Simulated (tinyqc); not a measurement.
Worked calculation: sp3s* tight binding. Values are carried at full precision from step to step, so a last printed digit may differ when a step is redone from the rounded ones.

sp3s* tight binding, nearest neighbours only: anion (a) at 0, cation (c) at a/4 (1,1,1), orbitals s, px, py, pz, s* on each; k in units of 2 pi/a. With phases e_j = exp(i (pi/2) k.n_j) for n = (1,1,1), (1,-1,-1), (-1,1,-1), (-1,-1,1): g0 = (e1+e2+e3+e4)/4, g1 = (e1+e2-e3-e4)/4, g2 = (e1-e2+e3-e4)/4, g3 = (e1-e2-e3+e4)/4. The diagonal holds the levels Esa, Epa, Exa (s*) and Esc, Epc, Exc. Anion-cation block: <sa|sc> = Vss g0; <sa|xc> = Vsapc g1; <xa|sc> = -Vscpa g1; <xa|xc> = Vxx g0; <xa|yc> = <ya|xc> = Vxy g3, <xa|zc> = <za|xc> = Vxy g2, <ya|zc> = <za|yc> = Vxy g1; <s*a|xc> = Vxapc g1; <xa|s*c> = -Vpaxc g1; y and z take g2 and g3 in place of g1; s-s* and s*-s* vanish.

Constants: hbar^2/2m0 = 3.80998211 eV angstrom^2.

Parameters, chosen for this exercise (near a published set for GaAs, fitted to gaps, whose masses and valley positions are rough; the results hold for these values, not for the real material):
- k = (0.55, 0.31, 0.15) 2 pi/a (wave vector)
- Esa = -8.405 eV (s level of the anion)
- Epa = 1.046 eV (p level of the anion)
- Esc = -2.664 eV (s level of the cation)
- Epc = 3.693 eV (p level of the cation)
- Exa = 8.619 eV (s* level of the anion)
- Exc = 6.699 eV (s* level of the cation)
- Vss = -6.439 eV (s-s)
- Vxx = 1.957 eV (px-px)
- Vxy = 5.077 eV (px-py)
- Vsapc = 4.49 eV (s anion, p cation)
- Vscpa = 5.77 eV (s cation, p anion)
- Vxapc = 4.857 eV (s* anion, p cation)
- Vpaxc = 4.794 eV (p anion, s* cation)
- a = 5.658 angstrom (lattice constant)

## Phase sums

Form g0 to g3 at this k.

g0, g1, g2, g3: 0.55810-0.08306i  -0.07094+0.65345i  -0.15688+0.29550i  -0.34599+0.13399i

## The Hamiltonian without spin-orbit coupling

Fill in the 10 x 10 matrix.

H(k) (eV), lower triangle (Hermitian):
```
,sa,xa,ya,za,s*a,sc,xc,yc,zc,s*c
sa,-8.4050
xa,0,1.0460
ya,0,0,1.0460
za,0,0,0,1.0460
s*a,0,0,0,0,8.6190
sc,-3.5936-0.5348i,0.4093+3.7704i,0.9052+1.7050i,1.9963+0.7731i,0,-2.6640
xc,-0.3185-2.9340i,1.0922+0.1626i,-1.7566-0.6803i,-0.7965-1.5003i,-0.3446-3.1738i,0,3.6930
yc,-0.7044-1.3268i,-1.7566-0.6803i,1.0922+0.1626i,-0.3602-3.3176i,-0.7620-1.4352i,0,0,3.6930
zc,-1.5535-0.6016i,-0.7965-1.5003i,-0.3602-3.3176i,1.0922+0.1626i,-1.6805-0.6508i,0,0,0,3.6930
s*c,0,0.3401+3.1327i,0.7521+1.4166i,1.6587+0.6423i,0,0,0,0,0,6.6990
```

## Levels at this k

Diagonalise H, which belongs to k = (0.55, 0.31, 0.15) (2 pi/a). Four bands are filled (two electrons each); give the make-up of band 5, the lowest empty one.

levels (eV): -11.2059  -5.8247  -2.0847  -1.5076  2.2726  3.1596  6.2562  6.7309  9.3030  11.3665

weights of band 5: s 0.443, p 0.371, s* 0.186

weight of band 5 on atom a = 0.341

The vertical gap at this k is 3.7802 eV; band 5 is mostly s-like.

## Levels at Gamma

At k = 0 only g0 = 1 is left and H falls into 2 x 2 blocks [[E_a, V], [V, E_c]] with roots (E_a + E_c)/2 -/+ sqrt(((E_a - E_c)/2)^2 + V^2); the s* levels stay uncoupled. The direct gap runs from the highest lower root of the p blocks to the lowest upper root.

Blocks at Gamma (eV):
```
block,E_a,E_c,V,lower root,upper root
s (Gamma1),-8.4050,-2.6640,-6.4390,-12.5844,1.5154
p (Gamma15),1.0460,3.6930,1.9570,0.0070,4.7320
```

direct gap at Gamma = 1.5084 eV

The lowest empty level at Gamma is s-like.

## Bands near the gap

Diagonalise at L = (1/2,1/2,1/2), X = (1,0,0), W = (1,1/2,0), K = (3/4,3/4,0) and at the fractions named between them; energies from the top of the valence band at Gamma; 4 bands are filled.

Levels (eV):
```
k,level 2,level 3,level 4,level 5,level 6
L,-6.986,-1.395,-1.395,1.671,3.802
L-G 0.5,-4.144,-0.776,-0.776,2.108,4.214
G,0.000,0.000,0.000,1.508,4.725
G-X 0.2,-1.296,-0.408,-0.408,2.280,4.195
G-X 0.4,-3.257,-1.266,-1.266,2.770,3.294
G-X 0.6,-5.154,-2.104,-2.104,2.519,2.764
G-X 0.7,-6.000,-2.434,-2.434,2.287,2.633
G-X 0.8,-6.731,-2.680,-2.680,2.133,2.500
G-X 0.9,-7.275,-2.833,-2.833,2.054,2.397
X,-7.490,-2.884,-2.884,2.032,2.358
W,-7.490,-2.884,-2.884,2.032,2.358
K,-7.405,-3.114,-2.443,1.979,2.499
K-G 0.5,-4.823,-1.957,-0.843,2.380,3.536
```

On these points the lowest empty level is lowest at G, 1.508 eV above the top.

## Valleys and masses

The lowest conduction level at Gamma, at its minimum on (x,0,0) for x from 0.5 to 1, and at the point L (L, and X where the search ends there, need not be minima in this model; a zero or negative inverse mass shows it). Inverse masses m0/m = (E(+h) + E(-h) - 2 E)/(2 c q^2) with c = hbar^2/2m0, q = h 2 pi/a, h = 0.002; longitudinal along the valley axis ([100] at Gamma and Delta, [111] at L), transverse along [010] or [1-10]. A dash: the next level lies within 0.15 eV, so a single mass has no use there.

Valleys:
```
valley,x (2 pi/a),E - Ev (eV),m0/m_l,m0/m_t
Gamma,0.0000,1.5084,8.68,8.68
Delta,1.0000,2.0315,0.45,0.00
L,0.5000,1.6715,0.61,1.38
```

Of these three the lowest is Gamma, which makes the gap direct, 1.5084 eV. At Delta m0/m_t is 0.00. This nearest-neighbour model is fitted to gaps: it places the Delta minimum and the masses at Delta and L only roughly (transverse masses can be several times too heavy), and since its bands are flat from X to W the transverse mass grows too heavy towards X; d orbitals or second neighbours cure this.

## Checks

- Direct gap at Gamma from the blocks against the full matrix: both 1.50838.

Run: tinyqc, `OMP_NUM_THREADS=1 python tinyqc.py 1451585 1451586 out.jsonl`; Intel(R) Xeon(R) Processor @ 2.30GHz, one thread, shared host; about 0.06 s of CPU time with all checks.
